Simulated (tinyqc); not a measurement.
# Worked calculation: single-photon avalanche diode, trigger probability and counting

Program tinyqc, `OMP_NUM_THREADS=1 python tinyqc.py 2630143 2630144 out.jsonl`; Intel Xeon 2.30GHz, shared host, one thread, about 0.01 s. Printed values are rounded.

A multiplication layer of width W with the uniform field V/W; alpha = an exp(-bn/E) for electrons, beta = ap exp(-bp/E) for holes (local model, no dead space). a = alpha W, b = beta W. Electrons enter at x = 0, holes at x = W. P0 is the probability that an electron entering at 0 starts a lasting avalanche, PW the same for a hole entering at W.

Values chosen for this exercise; ionisation coefficients close to those of indium phosphide: electron prefactor an = 1.1e7 1/cm; electron field bn = 3.17 MV/cm; hole prefactor ap = 4.91e6 1/cm; hole field bp = 2.53 MV/cm; width of the multiplication layer W = 0.5 um; excess bias Vx = 5.6 V; probability that a photon makes a pair that enters the layer eta = 0.48; thermal generation rate in the layer Gd = 7400 1/s; dead time td = 100 ns; diode capacitance Cd = 45 fF; quench resistance Rq = 100 kohm; trapping probability per avalanche carrier pa = 1.3e-7; trap release time tt = 17 ns; photon rate nph = 2.8e7 1/s.

Constants: q = 1.602176634e-19 C. Results are converted to the units shown.

## Ionisation integrals at and above breakdown

breakdown voltage VB = 24.07929 V

Breakdown: ln(a/b) = a - b with a not equal to b. VB is given; V = VB + Vx.

E at VB = 0.4815857 MV/cm
a at VB = 0.7614714
b at VB = 1.283793
E at V = 0.5935857 MV/cm
a = 2.636609
b = 3.459296

At VB, ln(a/b) = -0.5223 equals a - b.

## Iteration 1: trigger probability by substitution

P0 at the start = 0.5

PW = P0 exp(b - a)/(1 - P0 + P0 exp(b - a)); P0(new) = 1 - (1 - PW)^(a/b).

PW = 0.6948065
P0 after iteration 1 = 0.5952814

## Iteration 2: trigger probability by substitution

As before.

PW = 0.7700387
P0 after iteration 2 = 0.6738138

## Course of the iteration: trigger probability by substitution

Stop when P0 changes by less than 1e-9, or after 400 iterations. The rule counts as met only at a root strictly between 0 and 1.

Course of the iteration:
```
iteration         P0  |change|
1          0.5952814    0.0953
2          0.6738138    0.0785
3          0.7347104    0.0609
4          0.7803326    0.0456
5          0.8140055    0.0337
6          0.8387989    0.0248
7          0.8571390    0.0183
8          0.8708148    0.0137
9          0.8811069    0.0103
...              ...       ...
72         0.9165012   5.91e-9
73         0.9165012   4.72e-9
74         0.9165012   3.78e-9
75         0.9165012   3.02e-9
76         0.9165012   2.41e-9
77         0.9165012   1.93e-9
78         0.9165012   1.54e-9
79         0.9165012   1.23e-9
80         0.9165012  9.87e-10
```

Converged in 80 iterations. At the end each change is about 0.80 times the one before: linear convergence.

## Detection, dark counts, afterpulses and dead-time loss

P0 = 0.9165012
Pm = 0.9417111

Pm is the mean trigger probability of pairs made evenly in the layer. PDP = eta P0; dark counts Gd Pm; avalanche charge Cd Vx/q; afterpulse probability pa (Cd Vx/q) exp(-td/tt) Pm; true rate n = nph PDP + dark counts; measured n/(1 + n td) (non-paralysable) or n exp(-n td) (paralysable); recharge time Rq Cd.

PDP = 0.4399206
dark counts = 6968.662 1/s
avalanche charge = 1.572860e6 electrons
afterpulse probability = 0.05368806 %
true rate = 1.232475e7 1/s
measured, non-paralysable = 5.520666e6 1/s
measured, paralysable = 3.593528e6 1/s
recharge time = 4.5 ns

Dead time hides 55 % of the events in the first model and 71 % in the second.
